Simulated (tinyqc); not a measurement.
Inside a calculation. Model: precursor delivery by bubblers, mass-transport growth and the solid composition of a III-V alloy. Computed by tinyqc, a small Python program that keeps every step. Command: `OMP_NUM_THREADS=1 python tinyqc.py 3023836 3023837 out.jsonl movpe_thermo walk`. One thread of a shared host (Intel(R) Xeon(R) Processor @ 2.30GHz), about 0.01 s of CPU time with the checks. Intermediate numbers are printed to about 5 digits and carried at full precision; extremes and crossings named in words are read from the listed rows.

1 sccm = 44.615 micromol/min; 1 torr = 133.322 Pa. The sources decompose fully at the surface.

Inputs (values chosen for the exercise, modelled on triethylgallium (source 1) and trimethylindium (source 2) for the vapour pressures): bath temperature T1 = 286 K; bath temperature T2 = 306 K; bubbler pressure p_b = 760 torr; carrier flow F1 = 18 sccm; carrier flow F2 = 74 sccm; total flow F_t = 19 slm; group-V flow F_V = 180 sccm; reactor pressure p = 760 torr; growth temperature T = 930 K; diffusivity at 273 K and 760 torr = 0.43 cm^2/s; flow cross-section A = 17 cm^2; distance from the leading edge z = 7.6 cm; lattice constant a = 5.84 angstrom; interaction L0 of the solid = 11.3 kJ/mol; log10 of p_B,eq over pure BC at 1000 K and 1 torr of group V (exaggerated: liquid indium has about -4.1) = -2.5 log10 torr; enthalpy of that equilibrium H = 369 kJ/mol.

Alloy: mixing on the group-III sites, with desorption of B.

constants a, b of source 1 (log10 torr, K): [8.058, 2162]

constants a, b of source 2 (log10 torr, K): [10.53, 3014]

Constants: k_B = 1.380649e-23 J/K; R = 8.314462618 J/(mol K).

## Bubblers

log10 p_v = a - b/T_bath; molar flow = F x 44.615 x p_v/(p_b - p_v) for a saturated bubbler.

vapour pressure 1 = 3.1518 torr

molar flow 1 = 3.3443 micromol/min

vapour pressure 2 = 4.7899 torr

molar flow 2 = 20.940 micromol/min

One kelvin of bath error changes flow 1 by 6.1 % and flow 2 by 7.5 %.

## Partial pressures in the reactor

p_i = p n_i/(44615 F_t), F_t in slm; p_V = p F_V/(1000 F_t), counted per molecule supplied; V/III = 44.615 F_V/(n1 + n2); vapour fraction of source 2 = n2/(n1 + n2).

p_1 = 0.0029984 torr

p_2 = 0.018774 torr

p_V = 7.2 torr

V/III ratio = 330.70

vapour fraction of source 2 = 0.86228

## Mass transport

Mean velocity u = (F_t/A)(760/p)(T/273); D = D0 (T/273)^1.75 (760/p); boundary layer delta = sqrt(pi D z/u); flux = D dp/(delta k_B T); growth rate = flux x a^3/4.

velocity u = 63.456 cm/s

D = 3.6731 cm^2/s

boundary layer delta = 1.1756 cm

growth rate per torr of group III = 58.155 micrometre/(h torr)

Caution: the boundary layer is a quarter or more of the root of the cross-section, so it fills much of the channel and depletion along the flow matters.

## Solid composition

A sticks fully. B desorbs: its surface pressure is p_B* = x gamma_B K/sqrt(p_V), ln gamma_B = L0 (1 - x)^2/(R T), K = 10^(log10 K at 1000 K) exp[-(H/R)(1/T - 1/1000)], p_V in torr. With equal diffusivities x = (p_2 - p_B*)/(p_1 + p_2 - p_B*). Growth rate = rate per torr x p_1/(1 - x).

K/sqrt(p_V) = 4.1743e-05 torr

solid fraction x = 0.86205

share of B incorporated, 1 - p_B*/p_2 = 0.99803

growth rate = 1.2640 micrometre/h

Desorption is negligible: the solid copies the vapour.

## Incorporation against temperature

A sticks fully. B desorbs: its surface pressure is p_B* = x gamma_B K/sqrt(p_V), ln gamma_B = L0 (1 - x)^2/(R T), K = 10^(log10 K at 1000 K) exp[-(H/R)(1/T - 1/1000)], p_V in torr. With equal diffusivities x = (p_2 - p_B*)/(p_1 + p_2 - p_B*).

At fixed flows:
```
T (K)  K/sqrt(p_V) (torr)        x  share of B incorporated, 1 - p_B*/p_2
936            5.6681e-05  0.86197                             9.9732e-01
975            3.7768e-04  0.86014                             9.8222e-01
1011           1.9100e-03  0.85081                             9.1081e-01
1037           5.7416e-03  0.82208                             7.3793e-01
1067           1.9126e-02  0.60733                             2.4702e-01
1095           5.5402e-02  0.12904                             2.3663e-02
1129           1.8776e-01  0.03221                             5.3151e-03
1177           9.3290e-01  0.00643                             1.0336e-03
```

x equals the vapour fraction 0.862 while gamma_B K/sqrt(p_V) is small against p_1 + p_2 = 0.022 torr and falls once it is not. Between the last rows the apparent energy R d ln x/d(1/T) is 371 kJ/mol, against H = 369.

Checks made by the program: the sensitivity to the bath against a difference (relative difference below 1e-10).
